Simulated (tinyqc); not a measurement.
Ballistic Schottky-barrier transistor with a one-dimensional channel, WKB contacts: two steps of the calculation.

Source Fermi level 0, drain Fermi level -Vd. Far from the contacts Ec = pn - psi, and the gate moves psi one to one; the band edges relax as exp(-x/lam) from pn at the source and pn - Vd at the drain; Ev = Ec - Eg. A carrier of energy w inside the channel band meets at a contact a barrier of height D (the contact edge beyond the channel edge): T = 1 for w >= D, else exp(-S), S = 4 lam sqrt(m/C) [sqrt(D - w) - sqrt(w) arctan sqrt((D - w)/w)], C = hbar^2/(2 m0). The two contacts combine as Ts Td/(Ts + Td - Ts Td).

Values chosen for this exercise; channel values close to those of a silicon nanowire with silicide contacts:
- T = 250 K (temperature)
- pn = 0.74 eV (barrier for electrons at both contacts)
- mn = 0.2 m0 (electron mass)
- g = 2 (valleys or subbands)
- lam = 3 nm (screening length at the contacts)
- Vd = 0.3 V (drain bias)
- ps = 0.72 V (band shift psi of the channel by the gate)
- w0 = 0.3 eV (energy of one carrier inside the channel band)
- wm = 0.87 eV (upper end of the grid)
- nE = 13 (points of the grid)

Constants: q = 1.602176634e-19 C, kB = 1.380649e-23 J/K, hbar = 1.054571817e-34 J s, h = 6.62607015e-34 J s, m0 = 9.1093837015e-31 kg, Vt = kB T/q, hbar^2/(2 m0) = 0.0380998212 eV nm^2. Results are converted to the units shown.

Question 1. Transmission of one of the electrons. S and T at both contacts for w = w0, and the tunnelling distance lam ln(D/w) at the higher barrier.

D for electrons (eV): source 0.72000000, drain 0.42000000

Give: S at the source; S at the drain; combined T; tunnelling distance.

Answer 1.

S at the source = 4.7299
S at the drain = 1.0317
combined T = 0.0086886
tunnelling distance = 2.6264 nm

Question 2. Current of the electrons on a coarse grid. I = g (2 q^2/h) int T(w) [f(Es + w) - f(Ed + w)] dw, f(y) = 1/(1 + exp(y/Vt)). Electrons: Ds = psi, Dd = psi - Vd, Es = Ec, Ed = Ec + Vd. Holes: Ds = -psi, Dd = Vd - psi, Es = -Ev, Ed = -Ev - Vd. The size of each current is taken; both flow from drain to source and add. Simpson's rule on nE equally spaced w from 0 to wm.

Give: w; Ts; Td; T; size of the supply difference; current.

Answer 2.

```
point,w (eV),Ts,Td,T,size of the supply difference
0,0.00000,7.3829e-11,1.8270e-8,7.3532e-11,0.28326
1,0.07250,2.5345e-6,4.3042e-4,2.5197e-6,0.013471
2,0.14500,9.3715e-5,0.010589,9.2901e-5,4.7156e-4
3,0.21750,0.0011029,0.079607,0.0010890,1.6301e-5
4,0.29000,0.0070713,0.30796,0.0069607,5.6322e-7
5,0.36250,0.030339,0.72705,0.029997,1.9460e-8
6,0.43500,0.096466,1.0000,0.096466,6.7236e-10
7,0.50750,0.24048,1.0000,0.24048,2.3231e-11
8,0.58000,0.48420,1.0000,0.48420,8.0266e-13
9,0.65250,0.79289,1.0000,0.79289,2.7733e-14
10,0.72500,1.0000,1.0000,1.0000,9.5821e-16
11,0.79750,1.0000,1.0000,1.0000,3.3107e-17
12,0.87000,1.0000,1.0000,1.0000,1.1439e-18
```

current = 1.1412e-6 uA

Range of the model: No scattering, image-force lowering, channel charge or band-to-band tunnelling; parabolic kappa overstates S deep in the gap.

Program tinyqc, `OMP_NUM_THREADS=1 python tinyqc.py 2390010 2390011 out.jsonl`; Intel Xeon 2.30GHz, shared host, one thread, about 0.04 s.
